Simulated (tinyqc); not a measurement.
From results to parameters: Hubbard dimer. Computed by the program tinyqc.

Problem. A two-site Hubbard model with two electrons has its ground state at (U - sqrt(U^2 + 16 t^2))/2, the triplet at 0 and the odd ionic singlet at U. Find t, U and the double occupancy per site.

singlet-triplet splitting = 0.102491 eV
gap from the ground state to the ionic odd singlet = 3.512491 eV

Solution. The difference of the two gaps is U and their product is 4 t^2; the double occupancy per site is (1 - U/sqrt(U^2 + 16 t^2))/4.

t, U (eV): 0.300  3.410
double occupancy per site = 0.0142
